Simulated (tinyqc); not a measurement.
Kinetic Monte Carlo and master equation for a particle on a ring of sites with traps and bias: one step, computed by the program tinyqc.

6 sites on a ring, numbered 1 to 6. The saddle between i and i+1 lies at E0 + s b_i and site i at s eps_i; a force F tilts the landscape, with the saddle half-way.

Task: Twelve steps of the residence-time algorithm. Start on site 1 at t = 0. Hop right if r1 is below the share right, else left; advance the clock by -ln(r2) times the mean stay.

Inputs (values chosen for the exercise, for a model defect): temperature T = 650 K.

Disorder: random barriers.

Random numbers:

| step | r1 | r2 |
|---|---|---|
| 1 | 0.0576 | 0.2556 |
| 2 | 0.8610 | 0.0619 |
| 3 | 0.3937 | 0.1985 |
| 4 | 0.3973 | 0.4504 |
| 5 | 0.9476 | 0.3490 |
| 6 | 0.8321 | 0.5907 |
| 7 | 0.0699 | 0.8718 |
| 8 | 0.2611 | 0.8789 |
| 9 | 0.6104 | 0.4943 |
| 10 | 0.1367 | 0.6778 |
| 11 | 0.0726 | 0.1937 |
| 12 | 0.8205 | 0.8533 |

Rates, shares of right hops and mean stays:

| site | k right (1/s) | k left (1/s) | share right | mean stay (s) |
|---|---|---|---|---|
| 1 | 1.601915e+07 | 4.878159e+06 | 0.7665652 | 4.785306e-08 |
| 2 | 2.034869e+07 | 8.128422e+06 | 0.7145630 | 3.511593e-08 |
| 3 | 5.429715e+06 | 1.032531e+07 | 0.3446338 | 6.347181e-08 |
| 4 | 5.834359e+07 | 2.755141e+06 | 0.9549067 | 1.636695e-08 |
| 5 | 3.413390e+06 | 2.960465e+07 | 0.1033795 | 3.028647e-08 |
| 6 | 9.613669e+06 | 1.732019e+06 | 0.8473412 | 8.813921e-08 |

Give: Trajectory.

Result:

Trajectory:

| step | site | hop | wait (s) | clock (s) | net hops |
|---|---|---|---|---|---|
| 1 | 1 | right | 6.5278e-08 | 6.5278e-08 | 1 |
| 2 | 2 | left | 9.7701e-08 | 1.6298e-07 | 0 |
| 3 | 1 | right | 7.7377e-08 | 2.4036e-07 | 1 |
| 4 | 2 | right | 2.8009e-08 | 2.6837e-07 | 2 |
| 5 | 3 | left | 6.6816e-08 | 3.3518e-07 | 1 |
| 6 | 2 | left | 1.8487e-08 | 3.5367e-07 | 0 |
| 7 | 1 | right | 6.5652e-09 | 3.6023e-07 | 1 |
| 8 | 2 | right | 4.5329e-09 | 3.6477e-07 | 2 |
| 9 | 3 | left | 4.4723e-08 | 4.0949e-07 | 1 |
| 10 | 2 | right | 1.3657e-08 | 4.2315e-07 | 2 |
| 11 | 3 | right | 1.0419e-07 | 5.2733e-07 | 3 |
| 12 | 4 | right | 2.5965e-09 | 5.2993e-07 | 4 |
